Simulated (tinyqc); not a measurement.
X-ray photoelectron analysis of a thin oxide on a semiconductor: attenuation lengths, thickness, angle series and band offsets: one step, computed by the program tinyqc. Command: `OMP_NUM_THREADS=1 python tinyqc.py 3110165 3110166 out.jsonl xps walk`. One thread of a shared host (Intel(R) Xeon(R) Processor @ 2.30GHz), about 0.01 s of CPU time with the checks.

The same element is seen in the oxide and in the substrate, at nearly the same kinetic energy; films are flat and uniform, and the work function is ignored.

Problem. Band offsets by core levels. Valence band offset = (E_core - E_v)(substrate) - (E_core - E_v)(oxide) + (core level separation at the interface, oxide less substrate). The separation is made here from the given offset; a uniform field F that raises the binding energy towards the surface shifts the oxide peak by e F <z>, <z> = d/(1 - exp(-x)) - d/x, x = d/(L_o cos theta), being the mean distance from the interface. Conduction band offset = oxide gap - substrate gap - valence band offset.

Inputs (values chosen for the exercise, modelled on SiO2 on silicon):
```
quantity                                       value   unit
oxide gap                                       8.77     eV
substrate gap                                   1.12     eV
oxide thickness d                                3.7     nm
valence band offset used to make the data       4.48     eV
core level less valence band top, substrate       99     eV
core level less valence band top, thick oxide  98.43     eV
field in the oxide                               1.1  MV/cm
```

d/(L_o cos theta) = 2.214524

Give: separation without field; <z>; separation with field; apparent valence band offset; true conduction band offset; apparent conduction band offset.

Solution.

separation without field = 3.91 eV

<z> = 2.483 nm

separation with field = 4.183 eV

apparent valence band offset = 4.753 eV

true conduction band offset = 3.17 eV

apparent conduction band offset = 2.897 eV

The field biases both offsets by 0.27 eV, in opposite directions.
